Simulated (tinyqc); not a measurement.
Worked calculation: empirical pseudopotential in a few plane waves. One step of it, computed by the program tinyqc.

Task: Bloch Hamiltonian at k. Basis: the 15 shortest G (labels in 2 pi/a), the same at every k. H(G,G') = c |k + G|^2 delta + VS(|G-G'|^2) cos((G-G').tau) + i VA sin((G-G').tau), tau = a/8 (1,1,1); 1 Ry = 13.605693 eV.

Parameters chosen for this model: fcc lattice, atoms at +/- a/8 (1,1,1); form factors in rydberg at |G|^2 in units of (2 pi/a)^2:
```
parameter                 value      unit
a                      5.530000  angstrom
VS(3)                 -0.192000        Ry
VS(8)                 -0.002000        Ry
VS(11)                 0.065000        Ry
VA(3)                         0        Ry
VA(4)                         0        Ry
VA(11)                        0        Ry
hbar^2/2m (2 pi/a)^2   4.918497        eV
```

k point k (2 pi / a): [-0.500000, -0.250000, 0.210000]

Give: H(k) at k.

Result:

H(k) at k (eV), order +0+0+0, -1-1-1, -1-1+1, -1+1-1, -1+1+1, +1-1-1, +1-1+1, +1+1-1, +1+1+1, -2+0+0, +0-2+0, +0+0-2, +0+0+2, +0+2+0, +2+0+0:
```
[[1.7539, 1.8472, -1.8472, -1.8472, -1.8472, -1.8472, -1.8472, -1.8472, 1.8472, 0.0000, 0.0000, 0.0000, 0.0000, 0.0000, 0.0000],
 [1.8472, 21.8214, 0.0000, 0.0000, 0.0272, 0.0000, 0.0272, 0.0272, 0.0000, -1.8472, -1.8472, -1.8472, -0.6253, -0.6253, -0.6253],
 [-1.8472, 0.0000, 25.9529, -0.0272, 0.0000, -0.0272, 0.0000, 0.0000, 0.0272, -1.8472, -1.8472, 0.6253, 1.8472, -0.6253, -0.6253],
 [-1.8472, 0.0000, -0.0272, 16.9029, 0.0000, -0.0272, 0.0000, 0.0000, 0.0272, -1.8472, 0.6253, -1.8472, -0.6253, 1.8472, -0.6253],
 [-1.8472, 0.0272, 0.0000, 0.0000, 21.0344, 0.0000, -0.0272, -0.0272, 0.0000, 1.8472, -0.6253, -0.6253, -1.8472, -1.8472, 0.6253],
 [-1.8472, 0.0000, -0.0272, -0.0272, 0.0000, 11.9844, 0.0000, 0.0000, 0.0272, 0.6253, -1.8472, -1.8472, -0.6253, -0.6253, 1.8472],
 [-1.8472, 0.0272, 0.0000, 0.0000, -0.0272, 0.0000, 16.1159, -0.0272, 0.0000, -0.6253, 1.8472, -0.6253, -1.8472, 0.6253, -1.8472],
 [-1.8472, 0.0272, 0.0000, 0.0000, -0.0272, 0.0000, -0.0272, 7.0659, 0.0000, -0.6253, -0.6253, 1.8472, 0.6253, -1.8472, -1.8472],
 [1.8472, 0.0000, 0.0272, 0.0272, 0.0000, 0.0272, 0.0000, 0.0000, 11.1974, -0.6253, -0.6253, -0.6253, -1.8472, -1.8472, -1.8472],
 [0.0000, -1.8472, -1.8472, -1.8472, 1.8472, 0.6253, -0.6253, -0.6253, -0.6253, 31.2649, -0.0272, -0.0272, 0.0272, 0.0272, 0.0000],
 [0.0000, -1.8472, -1.8472, 0.6253, -0.6253, -1.8472, 1.8472, -0.6253, -0.6253, -0.0272, 26.3464, -0.0272, 0.0272, 0.0000, 0.0272],
 [0.0000, -1.8472, 0.6253, -1.8472, -0.6253, -1.8472, -0.6253, 1.8472, -0.6253, -0.0272, -0.0272, 17.2964, 0.0000, 0.0272, 0.0272],
 [0.0000, -0.6253, 1.8472, -0.6253, -1.8472, -0.6253, -1.8472, 0.6253, -1.8472, 0.0272, 0.0272, 0.0000, 25.5595, -0.0272, -0.0272],
 [0.0000, -0.6253, -0.6253, 1.8472, -1.8472, -0.6253, 0.6253, -1.8472, -1.8472, 0.0272, 0.0000, 0.0272, -0.0272, 16.5094, -0.0272],
 [0.0000, -0.6253, -0.6253, -0.6253, 0.6253, 1.8472, -1.8472, -1.8472, -1.8472, 0.0000, 0.0272, 0.0272, -0.0272, -0.0272, 11.5909]]
```
